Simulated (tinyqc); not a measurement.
Against voltage: leakage through a gate insulator: direct, Fowler-Nordheim, trap-assisted and Poole-Frenkel currents. Computed by tinyqc, a small Python program. Command: `OMP_NUM_THREADS=1 python tinyqc.py 3003471 3003472 out.jsonl oxideleak walk`. One thread of a shared host (Intel(R) Xeon(R) Processor @ 2.30GHz), about 0.01 s of CPU time with the checks.

Electrons enter from the cathode Fermi level at x = 0; the conduction band of the insulator lies phi_b - e F x above it, F = V/t. WKB exponents use a parabolic band with mass m.

Inputs (values chosen for the exercise, with an insulator like SiO2):

| quantity | value | unit |
|---|---|---|
| thickness t | 3.6 | nm |
| barrier phi_b | 3.09 | eV |
| tunnelling mass m | 0.39 | m_0 |
| static constant eps_ox | 3.76 | - |
| trap depth phi_t | 1.8 | eV |
| trap density N_t | 5.9e+17 | cm^-3 |
| attempt rate nu_0 | 4e+12 | 1/s |
| activation of capture E_a | 0.16 | eV |
| temperature T | 450 | K |

Constants: e = 1.602176634e-19 C; hbar = 1.054571817e-34 J s; hbar^2/(2 m_0) = 3.80998212 eV angstrom^2; k_B = 8.617333262e-05 eV/K.

Method:
- For a level a distance phi(x) below the band, the WKB exponent is 2 int kappa dx with kappa = sqrt(m phi/(hbar^2/2m_0)); for a linear barrier from phi_1 down to phi_2 = max(phi_1 - e F d, 0) it is G = (4/3) sqrt(m/(hbar^2/2m_0)) (phi_1^(3/2) - phi_2^(3/2))/(e F).
- J_tun = e^3 F^2/(16 pi^2 hbar m phi_b) x exp(-G) / [1 - sqrt(phi_2/phi_b)]^2 with the free-electron mass in the cathode (m in m_0), phi_2 = max(phi_b - e V, 0): direct tunnelling for e V < phi_b, Fowler-Nordheim above. Image forces, back-flow and the limit on supply are left out, so J_tun is overstated below about 0.5 V.
- A trap at depth x lies phi_t below the band. Capture: tunnel at the cathode Fermi level from 0 to x (G_in from phi_1 = phi_b), rate nu_0 exp(-G_in - E_c/k_B T) with E_c = E_a + max(phi_b - phi_t - e F x, 0), the last term being the height of the trap above the cathode Fermi level. Emission: tunnel from the trap level to the anode (G_out from phi_1 = phi_t over t - x), rate nu_0 exp(-G_out - E_a/k_B T). Re-emission to the cathode follows from detailed balance, rate_back = rate_in exp(dE/k_B T) with dE = phi_b - phi_t - e F x. Each trap passes R = rate_in rate_out/(rate_in + rate_back + rate_out) electrons per second; filling from the anode is left out.
- J_TAT = e N_t int_0^t R dx by the midpoint rule on 400 intervals; the most effective depth is the midpoint with the largest R, rounded to 0.01 nm.

Currents:

| V (V) | F (MV/cm) | J_tun (A/cm^2) | J_TAT (A/cm^2) | best depth (nm) |
|---|---|---|---|---|
| 0.43 | 1.194 | 3.8472e-09 | 1.6844e-18 | 1.56 |
| 0.87 | 2.417 | 1.6771e-08 | 4.7144e-16 | 1.58 |
| 1.31 | 3.639 | 7.9658e-08 | 4.4882e-13 | 3.54 |
| 1.76 | 4.889 | 4.3776e-07 | 8.6125e-10 | 2.64 |
| 2.20 | 6.111 | 2.6663e-06 | 1.1373e-07 | 2.11 |
| 2.64 | 7.333 | 1.9734e-05 | 3.1112e-06 | 1.76 |
| 3.08 | 8.556 | 1.8297e-04 | 3.2627e-05 | 1.51 |
| 3.52 | 9.778 | 6.2457e-03 | 1.9586e-04 | 1.32 |
| 3.96 | 11.000 | 1.1001e-01 | 7.9200e-04 | 1.17 |

What follows from these numbers?

Tunnelling without traps rules in every row. Over the range J_tun grows by 7.5 decades and J_TAT by 14.7. The highest rows may lie beyond breakdown. Below about 0.5 V the formula for J_tun, which has no back-flow, overstates the current.

Extremes, crossings and ranges named in words are read from the listed rows.
